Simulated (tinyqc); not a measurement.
Worked calculation: Luttinger-Kohn k.p, four valence bands. Computed by tinyqc, a small Python program that keeps every step. Settings: g1 = 8.53, g2 = 0.84, g3 = 2.07. Command: `OMP_NUM_THREADS=1 python tinyqc.py 21853 21854 out.jsonl` (the two numbers bound the seeds that draw the settings). One thread of a shared host (Intel(R) Xeon(R) Processor @ 2.60GHz), about 0.01 s of CPU time with the checks.

## Bloch Hamiltonian at k

Luttinger parameters chosen for this model; energies are counted downward from the top of the valence band:
```
parameter,value,unit
g1,8.530000,
g2,0.840000,
g3,2.070000,
```

k point k (1/angstrom): 0.0280  0.0300  0.0440

P = c g1 k^2, Q = c g2 (kx^2 + ky^2 - 2 kz^2), R = c sqrt3 [-g2 (kx^2 - ky^2) + 2i g3 kx ky], S = 2 c sqrt3 g3 (kx - i ky) kz, c = hbar^2/2m = 3.809982 eV angstrom^2; rows [P+Q, -S, R, 0], [-S*, P-Q, 0, R], [R*, 0, P-Q, S], [0, R*, S*, P+Q]. The path ends lie at |k| = 0.05 1/angstrom.

H(k) at k (eV), lower triangle (Hermitian):
```
,3/2,1/2,-1/2,-3/2
3/2,0.1106
1/2,-0.0337-0.0361i,0.1246
-1/2,0.0006-0.0229i,0.0000,0.1246
-3/2,0.0000,0.0006-0.0229i,0.0337+0.0361i,0.1106
```

## Levels at k

Diagonalise the Hermitian matrix.

eigenvalues (eV): 0.0628  0.0628  0.1725  0.1725

## Bands along a path

The same steps at evenly spaced points between the labelled ones.

Bands along the path (eV):
```
k,band 1,band 2,band 3,band 4
[111],0.0418,0.0418,0.1207,0.1207
[111]-G 0.20,0.0268,0.0268,0.0772,0.0772
[111]-G 0.40,0.0151,0.0151,0.0434,0.0434
[111]-G 0.60,0.0067,0.0067,0.0193,0.0193
[111]-G 0.80,0.0017,0.0017,0.0048,0.0048
G,0.0000,0.0000,0.0000,0.0000
G-[100] 0.20,0.0026,0.0026,0.0039,0.0039
G-[100] 0.40,0.0104,0.0104,0.0156,0.0156
G-[100] 0.60,0.0235,0.0235,0.0350,0.0350
G-[100] 0.80,0.0418,0.0418,0.0622,0.0622
[100],0.0652,0.0652,0.0972,0.0972
```

## Hole masses

E = c [g1 k^2 -/+ 2 sqrt(g2^2 k^4 + 3 (g3^2 - g2^2)(kx^2 ky^2 + ky^2 kz^2 + kz^2 kx^2))] with c = hbar^2/2m, and m* = hbar^2 k^2 / (2 E).

Masses (electron masses):
```
direction,heavy,light
[100],0.1460,0.0979
[110],0.2063,0.0819
[111],0.2278,0.0789
```
